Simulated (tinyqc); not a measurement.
# Changing the background doping N_B (opposite type)

Model: sheet resistance and Hall data of a diffused or implanted layer. Computed by tinyqc, a small Python program. Command: `OMP_NUM_THREADS=1 python tinyqc.py 3021383 3021384 out.jsonl layer sweep`. One thread of a shared host (Intel(R) Xeon(R) Processor @ 2.30GHz), about 0.06 s of CPU time with the checks.

Carriers are taken equal to the net active doping down to the junction (full ionisation, which deep dopants in wide-gap hosts do not reach; no spill-over, no depletion), and the Hall factor is 1.

Inputs (values chosen for the exercise, modelled on phosphorus in silicon):
```
quantity                  value        unit
mu_min                     68.5  cm^2/(V s)
mu_max                     1440  cm^2/(V s)
N_ref                   9.3e+16      1/cm^3
exponent alpha             0.72           -
peak concentration N_0  4.3e+20      1/cm^3
length scale l              110          nm
solubility limit N_s    2.7e+20      1/cm^3
```

Profile: complementary error function. Activation: limited by solubility.

Constants: e = 1.602176634e-19 C.

Method:
- N(x) = N_0 erfc(x/l), dose N_0 l/sqrt(pi), junction x_j = l erfc^-1(N_B/N_0).
- Mobility mu = mu_min + (mu_max - mu_min)/(1 + (N_t/N_ref)^alpha), N_t = active doping + N_B; carriers n = active doping - N_B, active doping min(N, N_s).
- Integrals from x_0 (0 unless stated) to x_j by the midpoint rule on 400 even intervals: 1/R_s = e int n mu dx; sheet density n_s = int n dx; Hall sheet density (int n mu dx)^2/int n mu^2 dx; Hall mobility int n mu^2 dx/int n mu dx.
- Mean conductivity 1/(R_s x_j); mean mobility 1/(e n_s R_s).

One run for each value; columns: (1) background doping N_B (opposite type) (1/cm^3); (2) sheet resistance R_s (ohm); (3) junction depth x_j (nm); (4) mean conductivity 1/(R_s x_j) (S/cm); (5) mean mobility (cm^2/(V s)):
```
(1)          (2)     (3)     (4)     (5)
1.00e+14  34.452  402.23   721.6  76.347
6.40e+14  34.455  374.35   775.3  76.343
4.10e+15  34.464  344.38   842.6  76.325
2.60e+16  34.506  311.98   928.9  76.256
1.70e+17  34.665  275.59  1046.7  76.040
1.10e+18  35.241  234.62  1209.5  75.538
6.70e+18  37.516  188.12  1416.9  74.618
4.30e+19  50.740  127.94  1540.4  73.090
```

Over the rows, sheet resistance R_s (ohm) rises from 34.5 to 50.7; junction depth x_j (nm) falls from 402 to 128 (exponent d ln y / d ln x -0.039 between the first rows and -0.21 between the last); mean conductivity 1/(R_s x_j) (S/cm) rises from 722 to 1540 (exponent d ln y / d ln x 0.039 between the first rows and 0.045 between the last). x_j shrinks by a factor 3.14 and R_s grows by 1.47; over the first half of the table x_j shrinks by 1.46 and R_s grows by 1.01: the tail carries little current.
